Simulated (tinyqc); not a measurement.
# Which input was changed?

Model: hopping conduction between localised states. Computed by tinyqc, a small Python program. Command: `OMP_NUM_THREADS=1 python tinyqc.py 3005061 3005062 out.jsonl hop which`. One thread of a shared host (Intel(R) Xeon(R) Processor @ 2.30GHz), about 0.05 s of CPU time with the checks.

Energies are counted from the Fermi level. A small network shows the mechanism; the laws of an infinite system follow.

Inputs (values chosen for the exercise, for a model amorphous semiconductor):

| quantity | value | unit |
|---|---|---|
| localisation length xi | 1.9 | nm |
| density of states g_0 | 8.5e+20 | 1/(eV cm^3) |
| permittivity eps | 13 | - |
| activation energy E_a to extended states | 0.48 | eV |
| prefactor of activated conduction | 430 | S/cm |
| prefactor of hopping | 0.66 | S/cm |
| conductance scale G_0 | 1 | microsiemens |
| temperature T | 380 | K |

Dimension: 3D.

sites of the small network (nm, nm, meV):
```
       x     y  energy
1      0  2.45   10.62
2   2.94  2.55   62.59
3   4.73  0.72  -43.46
4    9.4  4.43   45.19
5  11.65  0.13   30.43
6  14.38  2.75   59.31
7     17  4.25    8.98
```

Constants: k_B = 8.617333262e-05 eV/K; e^2/(4 pi eps_0) = 14.39964548 eV angstrom.

Method:
- Miller-Abrahams exponent s_ij = 2 r_ij/xi + (|E_i| + |E_j| + |E_i - E_j|)/(2 k_B T); G_ij = G_0 exp(-s_ij). The diagonal is set to 0 and not used.
- Site 1 is held at potential 1 and site 7 at 0; Kirchhoff's law sum_j G_ij (u_i - u_j) = 0 fixes the others; G = sum_j G_1j (1 - u_j). G_ij = G_0 exp(-s_ij).
- Mott: T_M = 21.2/(k_B g_0 xi^3), exponent (T_M/T)^(1/4), mean hop r = (3/8) xi times the exponent. Efros-Shklovskii: T_ES = 2.8 e^2/(4 pi eps eps_0 k_B xi), exponent (T_ES/T)^(1/2). Coulomb gap width g_0^(1/2) (e^2/(4 pi eps eps_0))^(3/2). The numerical coefficients come from percolation theory and are given.
- sigma = s_1 exp(-E_a/k_B T) + s_2 exp(-larger of the two exponents); reduced activation energy w = d ln(sigma)/d ln(T) by a central difference of +/- 1 %.

Question. One of these inputs alone was changed, within the range given: localisation length xi (0.95 to 3.8); density of states g_0 (4.25e+20 to 1.7e+21); activation energy E_a to extended states (0.24 to 0.96); prefactor of hopping (0.33 to 1.32). Which one, and to what value?

Results:

| run | hopping part (S/cm) | T_M (K) | conductance G (microsiemens) |
|---|---|---|---|
| before | 0.02568848 | 42197.16 | 2.788474e-04 |
| after | 0.03274749 | 30920.33 | 2.788474e-04 |

Answer.

Each candidate set to reproduce hopping part, and what it then gives:

| candidate | range searched | value needed | T_M (K) | conductance G (microsiemens) |
|---|---|---|---|---|
| localisation length xi (nm) | 0.95 to 3.8 | 2.107 | 30920 | 5.3690e-04 |
| density of states g_0 (1/(eV cm^3)) | 4.25e+20 to 1.7e+21 | 1.160e21 | 30920 | 2.7885e-04 |
| activation energy E_a to extended states (eV) | 0.24 to 0.96 | no effect | - | - |
| prefactor of hopping (S/cm) | 0.33 to 1.32 | 0.8414 | 42197 | 2.7885e-04 |

Only density of states g_0 fits every result: it went from 8.5e+20 to 1.16e21 1/(eV cm^3). The next best candidate, prefactor of hopping, misses one result by 36 %.
